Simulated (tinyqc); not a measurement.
Grain growth, pinning, strength and diffusional creep of a polycrystal or thin film: one step, computed by the program tinyqc.

One mean grain size d describes the structure.

Question. Yield stress. Hall-Petch term k_y/sqrt(d). Orowan term 3.06 x 0.4 G b ln(2 rbar/b)/(pi lambda sqrt(1 - nu)) with nu = 1/3, rbar = sqrt(2/3) r, lambda = rbar (sqrt(pi/f) - 2). The terms are added to sigma_0.

Inputs (values chosen for the exercise, modelled on nickel):

| quantity | value | unit |
|---|---|---|
| shear modulus G | 80.3 | GPa |
| Burgers vector b | 2.492 | angstrom |
| anneal temperature T | 693 | K |
| particle volume fraction f | 0.011 | - |
| particle radius r | 24 | nm |
| friction stress sigma_0 | 29 | MPa |
| Hall-Petch slope k_y | 0.17 | MPa m^0.5 |

Sample: bulk.

grain size d = 73.40298 nm

Give: Hall-Petch term; Orowan term; yield stress.

Answer.

Hall-Petch term = 627.47 MPa

Orowan term = 165.41 MPa

yield stress = 821.88 MPa
